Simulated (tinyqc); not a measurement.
Changing the capture cross section sigma: admittance spectroscopy and thermally stimulated current of one trap level in a depletion layer. Computed by tinyqc, a small Python program. Command: `OMP_NUM_THREADS=1 python tinyqc.py 3110983 3110984 out.jsonl admit sweep`. One thread of a shared host (Intel(R) Xeon(R) Processor @ 2.30GHz), about 0.01 s of CPU time with the checks.

A Schottky junction on n-type material holds one donor-like electron trap; shallow donors are fully ionised and abrupt depletion edges are assumed.

Inputs (values chosen for the exercise, modelled on n-type GaAs):

| quantity | value | unit |
|---|---|---|
| density-of-states mass m | 0.0672 | m_0 |
| shallow doping N | 6.6e+16 | 1/cm^3 |
| trap depth E_t below the band | 0.341 | eV |
| test frequency f | 500000 | Hz |
| heating rate beta | 0.3 | K/s |

Constants: k_B = 1.380649e-23 J/K; m_0 = 9.1093837015e-31 kg; h = 6.62607015e-34 J s; k_B = 8.617333262e-05 eV/K.

Method:
- N_c = 2 (2 pi m k_B T/h^2)^(3/2), v_th = sqrt(3 k_B T/m), emission rate e_n = sigma v_th N_c exp(-E_t/(k_B T)).
- Where the level crosses the Fermi level capture equals emission, so the trap follows the signal with the rate 2 e_n; G/omega peaks at omega = 2 e_n (the correction for large N_t/N is left out).
- Solve 2 e_n(T_p) = 2 pi f.
- Thermally stimulated current without retrapping: filled share n(T) = exp(-(1/beta) int e_n dT), current proportional to e_n n; the peak obeys beta (E_t/(k_B T^2) + 2/T) = e_n(T). The integral starts at 0.5 T_m and uses 4000 trapezoid steps to 1.2 T_m.
- Chen's first-order estimate from the full width W = T_2 - T_1 between the half-height points: E = 2.52 k_B T_m^2/W - 2 k_B T_m.

One run for each value:

| capture cross section sigma (cm^2) | peak temperature T_p (K) | peak temperature T_m (K) | E_t/(k_B T_m) |
|---|---|---|---|
| 1.00e-17 | 627.42 | 184.90 | 21.402 |
| 1.00e-16 | 488.09 | 169.39 | 23.361 |
| 1.00e-15 | 396.03 | 156.14 | 25.344 |
| 1.00e-14 | 331.46 | 144.70 | 27.347 |
| 1.00e-13 | 284.03 | 134.74 | 29.369 |
| 1.00e-12 | 247.90 | 125.99 | 31.408 |

Over the rows, peak temperature T_p (K) falls from 627 to 248 (exponent d ln y / d ln x -0.11 between the first rows and -0.059 between the last); peak temperature T_m (K) falls from 185 to 126 (exponent d ln y / d ln x -0.038 between the first rows and -0.029 between the last); E_t/(k_B T_m) rises from 21.4 to 31.4 (exponent d ln y / d ln x 0.038 between the first rows and 0.029 between the last).  Left out: 1.00e-18 (the peak lies above 700 K).

Extremes, crossings and ranges named in words are read from the listed rows.
